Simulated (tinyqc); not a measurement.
Anisotropic wet etching of Si(100): plane rates, V-grooves, membranes and undercut: one step, computed by the program tinyqc.

A long slot opens the mask on a (100) wafer. The floor etches at R100; (111) walls stand at theta = arctan(sqrt2) = 54.7356 degrees to the surface and recede at R111 along their normal.

Question. Rates. R100 = k0 exp(-E/(k_B T)); a ratio given at 80 C scales as exp[(extra energy/k_B)(1/T - 1/353.15 K)]; R111 and R_ox follow by division. Temperatures in kelvin are T(C) + 273.15.

Inputs (values chosen for the exercise, close to those used for tetramethylammonium hydroxide solutions): prefactor k0 of the (100) rate = 7.8e+08 um/min; activation energy of (100), E = 0.625 eV; ratio (100)/(111) at 80 C = 27; extra energy of (111), dE = 0.11 eV; ratio (100)/oxide at 80 C = 2600; extra energy of the oxide, dE_ox = 0.25 eV; bath temperature T = 65 C.

Constants: k_B = 8.617333262e-05 eV/K.

Give: R100; R111; R_ox; anisotropy R100/R111.

Answer.

R100 = 0.3777 um/min

R111 = 0.01192 um/min

R_ox = 1.009e-04 um/min

anisotropy R100/R111 = 31.70
